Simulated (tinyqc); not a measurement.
Transverse acoustic branch against its sound line: Keating valence-force model of a tetrahedral crystal. Computed by tinyqc, a small Python program. Command: `OMP_NUM_THREADS=1 python tinyqc.py 3000984 3000985 out.jsonl keating walk`. One thread of a shared host (Intel(R) Xeon(R) Processor @ 2.30GHz), about 0.02 s of CPU time with the checks.

Atom A sits at 0 and atom B at a/4 (1,1,1) of an fcc lattice; the four bonds from A are t = a/4 (1,1,1), a/4 (1,-1,-1), a/4 (-1,1,-1), a/4 (-1,-1,1), of length d = sqrt(3) a/4. Energy: E = (3 alpha/(8 d^2)) sum over bonds (r.r - d^2)^2 + (3 beta/(8 d^2)) sum over pairs of bonds at one atom (r_i.r_j + d^2/3)^2; both atoms have the mass M. The cell holds two atoms, Omega = a^3/4. 1 N/m = 1 J/m^2.

Inputs (values chosen for the exercise, for a model crystal):
```
quantity,value,unit
lattice constant a,6.359,angstrom
atomic mass M,62.2,u
bond stretching alpha,38.8,N/m
bond bending beta,9.63,N/m
```

Structure: diamond.

Constants: nu for 1 eV/(angstrom^2 u) = 15.6333042 THz; 1 eV/angstrom^2 = 16.02176634 J/m^2; u = 1.6605390666e-27 kg.

Method:
- C11 = (alpha + 3 beta)/a, C12 = (alpha - beta)/a, C44 = 4 alpha beta/(a (alpha + beta)); with the two sublattices clamped C44(0) = (alpha + beta)/a; internal-strain parameter zeta = (alpha - beta)/(alpha + beta); B = (C11 + 2 C12)/3.
- With displacements u exp(i q.r), each bracket changes by g.u, where g = (g_A, g_B): bond t, g = (-2 t, 2 t exp(i q.t)); pair (i, j) at A, g = (-(t_i + t_j), t_i exp(i q.t_j) + t_j exp(i q.t_i)); pair at B, g = (-t_i exp(-i q.t_j) - t_j exp(-i q.t_i), t_i + t_j). Then D_mn = sum over the 4 bonds and 12 pairs of (4 k/a^2) conj(g_m) g_n / sqrt(M_m M_n), with k = alpha or beta converted to eV/angstrom^2.
- An eigenvalue lambda of D in eV/(angstrom^2 u) gives nu = 15.6333042 THz x sqrt(lambda).
- The sound line is nu = v q/(2 pi) with v = sqrt(C44/rho), rho = (M_A + M_B)/Omega; the clamped line uses C44(0).

C44 = 48.5305 GPa

clamped C44(0) = 76.1598 GPa

Frequencies (THz) along G-X:
```
q (2 pi/a),lowest branch,"sound line, relaxed C44","sound line, clamped C44(0)",third-lowest frequency,highest frequency
0.05,0.3054,0.3056,0.3828,0.4523,9.7432
0.15,0.9122,0.9167,1.1484,1.3518,9.7067
0.30,1.7971,1.8334,2.2968,2.6693,9.5806
0.45,2.6236,2.7501,3.4451,3.9201,9.3880
0.60,3.3520,3.6668,4.5935,5.0761,9.1533
0.75,3.9273,4.5835,5.7419,6.1149,8.9216
0.90,4.2761,5.5002,6.8903,7.0209,8.7597
1.00,4.3467,6.1113,7.6558,7.5469,8.7249
```

At small q the branch follows the relaxed line (0.999 of it, against 0.798 of the clamped one): in a long shear wave the sublattices shift against each other. At X it reaches 71 % of the relaxed line. Real tetrahedral semiconductors have flatter TA branches than a Keating model fitted to their elastic constants, which needs longer-ranged terms to mend.

Extremes, crossings and ranges named in words are read from the listed rows.
